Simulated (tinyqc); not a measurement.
Capacitance measurement on a leaky thin oxide: effects of series resistance and leakage: one step of the calculation.

The device is a capacitance C in parallel with a leakage conductance G, in series with Rs and Ls. An impedance meter reports either a parallel pair (Cp, Gp) from Y = 1/Z = Gp + i w Cp or a series pair (Cs, Rm) from Z = Rm + 1/(i w Cs); w = 2 pi f, dissipation D = Gp/(w |Cp|).

Problem. What the meter reports. Z = Rs + i w Ls + 1/(G + i w C).

Inputs (values chosen for the exercise); values of the order met in thin-oxide MOS capacitors:
- Rs = 21 ohm (series resistance)
- Ls = 230 nH (series inductance)
- f = 1e5 Hz (measuring frequency)

C = 309.39981 pF
G = 750 uS

Wanted: Z; Cp; Gp; Cs; D.

Solution.

Z = 1270.4-323.7i ohm
Cp = 299.76 pF
Gp = 739.17 uS
Cs = 4916.7 pF
D = 3.9246

Cp is 3.1 % below C and Cs is 15.9 times it; G Rs = 0.0158, w C Rs = 0.00408 and G/(w C) = 3.86.

tinyqc, about 0.01 s, one thread, Intel Xeon 2.30GHz (shared host): `OMP_NUM_THREADS=1 python tinyqc.py 2022167 2022168 out.jsonl`
